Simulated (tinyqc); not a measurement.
Electron continuity equation in a given potential, Scharfetter-Gummel discretisation: one step of the calculation.

Steady state in one dimension: J = q mu n E + q D dn/dx with E = -dpsi/dx and D = mu Vt, dJ/dx = q (n/tau - G), fixed densities nL and nR at the ends. The potential is given, psi = U (x/L)^2, and is not changed by the electrons.

Question. Densities and current. B(d_i) and B(-d_i) are the Bernoulli factors of the potential steps, b and f the diagonal and right side. Solve B(-d_(i-1)) n_(i-1) + b_i n_i + B(d_i) n_(i+1) = f_i (end values already in f), then J_i = (q D/h) [n_(i+1) B(d_i) - n_i B(-d_i)], h = L/12, D = mu Vt.

Inputs (values chosen for the exercise); mobility close to that of silicon at room temperature:
```
symbol   value        unit               meaning
T          450           K           temperature
mu        1340  cm^2/(V s)     electron mobility
L           19          um  length of the region
nL      8.3e14       cm^-3      density at x = 0
nR        2e14       cm^-3      density at x = L
```

Constants: q = 1.602176634e-19 C, kB = 1.380649e-23 J/K, Vt = kB T/q. Results are converted to the units shown.

```
interval       B(d_i)    B(-d_i)
0          0.89639625  1.1112947
1          0.71205071  1.3567462
2          0.55716310  1.6316555
3          0.42967984  1.9339692
4          0.32682960  2.2609160
5          0.24541572  2.6092990
6          0.18210491  2.9757852
7          0.13366938  3.3571466
8         0.097159359  3.7504336
9         0.070002631  4.1530738
10        0.050041245  4.5629094
11        0.035522133  4.9781873
```

```
node  diagonal b  right side f (cm^-3)
1     -2.2594905         -9.7544439e14
2     -2.3500543         -5.3069769e13
3     -2.4974804         -5.3069769e13
4     -2.6969439         -5.3069769e13
5     -2.9424767         -5.3069769e13
6     -3.2275490         -5.3069769e13
7     -3.5455996         -5.3069769e13
8     -3.8904510         -5.3069769e13
9     -4.2565812         -5.3069769e13
10    -4.6392601         -5.3069769e13
11    -5.0345766         -6.0174195e13
```

Wanted: n; J.

Answer.

n, node 0 to 12 (cm^-3): 8.300e14  5.693e14  4.366e14  3.602e14  3.117e14  2.789e14  2.553e14  2.377e14  2.241e14  2.133e14  2.045e14  1.973e14  2.000e14
J, interval 0 to 11 (A/cm^2): -21.67  -24.27  -26.91  -29.58  -32.27  -34.96  -37.67  -40.38  -43.10  -45.82  -48.54  -51.26

Program tinyqc, `OMP_NUM_THREADS=1 python tinyqc.py 2220066 2220067 out.jsonl`; Intel Xeon 2.30GHz, shared host, one thread, about 0.01 s.
